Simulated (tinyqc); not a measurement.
## Cap thickness from the capacitance plateau

Problem. With only the buried channel on, 1/C = 1/Cox + (tc + zc)/(eps0 eps_r), Cox = eps0 eox/tox. Find tc and the oxide-equivalent thickness 3.9 eps0/C.

Parameters, values chosen for the exercise; band and dielectric values close to those of silicon:
```
symbol,value,unit,meaning
eps_r,11.8,,relative permittivity
eox,7.7,,relative permittivity of the gate insulator (close to silicon nitride)
tox,3,nm,insulator thickness
zc,0.8,nm,depth of the hole centroid below the top of the SiGe
```

Constants: eps0 = 8.8541878128e-14 F/cm where lengths are in cm. Results are converted to the units shown.

plateau of C/Cox with only the buried channel on = 0.45084055

Answer. The cap and the centroid act as a second capacitor in series with the insulator.

tc = 4.800 nm
equivalent thickness = 3.370 nm

Computed by the program tinyqc: `OMP_NUM_THREADS=1 python tinyqc.py 2042058 2042059 out.jsonl`, one thread of a shared Intel Xeon 2.30GHz, about 0.03 s for the whole run.
